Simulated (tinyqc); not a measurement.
Ion-assisted plasma etching: sheath, surface coverage, synergy and aspect-ratio dependence: one step, computed by the program tinyqc. Command: `OMP_NUM_THREADS=1 python tinyqc.py 3028568 3028569 out.jsonl etch walk`. One thread of a shared host (Intel(R) Xeon(R) Processor @ 2.30GHz), about 0.07 s of CPU time with the checks.

Radicals adsorb on bare sites; ions remove covered sites with a high yield and bare sites by sputtering; a slow spontaneous reaction acts everywhere, walls included.

Question. Sheath and ion angles. Debye length lambda_D = sqrt(eps_0 T_e/(e n_s)) with n_s = 0.61 n_e, T_e in volts; Child-law sheath d = (sqrt2/3) lambda_D (2 V/T_e)^(3/4); ion energy E = V + T_e/2; angular spread = arctan(sqrt(T_i/E)).

Inputs (values chosen for the exercise, close to those used for silicon in a halogen plasma): plasma density n_e = 1.6e+11 1/cm^3; electron temperature T_e = 2 eV; sheath voltage V = 370 V; ion temperature T_i = 0.75 eV.

Feature: long trench.

Constants: eps_0 = 8.8541878128e-12 F/m; e = 1.602176634e-19 C.

Give: Debye length; sheath thickness; ion energy E; angular spread.

Answer.

Debye length = 33.652 um

sheath thickness = 1338.3 um

ion energy E = 371 eV

angular spread = 2.5744 degrees
